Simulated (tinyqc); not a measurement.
# Coupling ratio and rate constant from the late transient

Problem. Long after the knee a floating-gate cell follows U = Vg - (tox/ag) B/ln(K t). Find K and ag.

Parameters, values chosen for the exercise:
```
symbol  value  unit                 meaning
tox       9.4    nm  tunnel oxide thickness
Vg       15.3     V    control-gate voltage
```

U at t = 0.004 and 0.4 s (V): [1.4767387, 3.4454248]
B = 26.098638 V/nm

Answer. 1/(Vg - U) is linear in ln t; the ratio of the two values gives ln(K t_a), and either value gives ag.

K = 2.761e14 1/s
ag = 0.6400

Computed by the program tinyqc: `OMP_NUM_THREADS=1 python tinyqc.py 2130003 2130004 out.jsonl`, one thread of a shared Intel Xeon 2.30GHz, about 0.01 s for the whole run.
